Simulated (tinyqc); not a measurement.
Ballistic Schottky-barrier transistor with a one-dimensional channel, WKB contacts: one step of the calculation.

Source Fermi level 0, drain Fermi level -Vd. Far from the contacts Ec = pn - psi, and the gate moves psi one to one; the band edges relax as exp(-x/lam) from pn at the source and pn - Vd at the drain; Ev = Ec - Eg. A carrier of energy w inside the channel band meets at a contact a barrier of height D (the contact edge beyond the channel edge): T = 1 for w >= D, else exp(-S), S = 4 lam sqrt(m/C) [sqrt(D - w) - sqrt(w) arctan sqrt((D - w)/w)], C = hbar^2/(2 m0). The two contacts combine as Ts Td/(Ts + Td - Ts Td).

Problem. Transmission of one of the holes. S and T at both contacts for w = w0, and the tunnelling distance lam ln(D/w) at the higher barrier.

Values chosen for this exercise; channel values close to those of a silicon nanowire with silicide contacts: hole mass mp = 0.24 m0; screening length at the contacts lam = 4.5 nm; energy of one carrier inside the channel band w0 = 0.22 eV.

Constants: q = 1.602176634e-19 C, hbar = 1.054571817e-34 J s, m0 = 9.1093837015e-31 kg, hbar^2/(2 m0) = 0.0380998212 eV nm^2. Results are converted to the units shown.

D for holes (eV): source 0.34000000, drain 0.44000000

Give: S at the source; S at the drain; combined T; tunnelling distance.

Solution.

S at the source = 2.1702
S at the drain = 4.5474
combined T = 0.0097900
tunnelling distance = 3.1192 nm

Range of the model: No scattering, image-force lowering, channel charge or band-to-band tunnelling; parabolic kappa overstates S deep in the gap.

Program tinyqc, `OMP_NUM_THREADS=1 python tinyqc.py 2390027 2390028 out.jsonl`; Intel Xeon 2.30GHz, shared host, one thread, about 0.05 s.
